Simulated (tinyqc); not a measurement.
## Ellipsometry and reflectance of a transparent film on an absorbing substrate: psi and Delta against the film thickness

Air (index 1), film, substrate with N2 = n2 - i k2; time factor exp(+i w t). q_j = sqrt(N_j^2 - sin^2 th), root with positive real part. Fresnel coefficients r_s = (q_a - q_b)/(q_a + q_b), r_p = (N_b^2 q_a - N_a^2 q_b)/(N_b^2 q_a + N_a^2 q_b). tan(Psi) exp(i Delta) = R_p/R_s, Delta taken from 0 to 360 degrees.

beta = 2 pi d q1/lam, X = exp(-2 i beta), R = (r01 + r12 X)/(1 + r01 r12 X) for p and s. The last column is the derivative of Delta.

Inputs (values chosen for the exercise); indices close to those of silicon nitride on silicon: wavelength lam = 800 nm; angle of incidence th = 70 degrees; index of the transparent film n1 = 2.029; index of the substrate n2 = 3.692; extinction coefficient of the substrate k2 = 0.0065.

Results:
```
d (nm),Psi (degrees),Delta (degrees),|R_p|^2,|R_s|^2,dDelta/dd (degrees/nm)
0,9.1293,179.67,0.017583,0.68089,-2.9696
24,12.357,119.29,0.031583,0.65808,-1.8948
49,18.810,82.789,0.067009,0.57752,-1.1598
73,26.144,57.523,0.10327,0.42864,-1.0294
98,35.880,25.612,0.12692,0.24256,-1.7056
147,26.931,304.77,0.10614,0.41124,-1.0471
171,19.435,279.74,0.070550,0.56670,-1.1277
196,12.869,244.79,0.034108,0.65345,-1.7933
220,9.1656,186.89,0.017721,0.68068,-2.9510
```

Estimate the missing row, d = 122 nm.

Computed row:
```
d (nm),Psi (degrees),Delta (degrees),|R_p|^2,|R_s|^2,dDelta/dd (degrees/nm)
122,36.660,338.31,0.12796,0.23099,-1.8071
```

With this row back in the table: Psi goes from 9.13 through a maximum of 36.7 (at d = 122 nm among the rows listed) to 9.17 degrees. The period is 222.4 nm, after which Psi and Delta return to the values of the bare substrate, so one angle and wavelength fix d only up to a multiple of it. The size of the slope of Delta runs from 1.03 to 2.97 degrees/nm among the rows; Delta is counted modulo 360 degrees, and sharper features can lie between the rows.

tinyqc, about 0.01 s, one thread, Intel Xeon 2.30GHz (shared host): `OMP_NUM_THREADS=1 python tinyqc.py 2870198 2870199 out.jsonl`
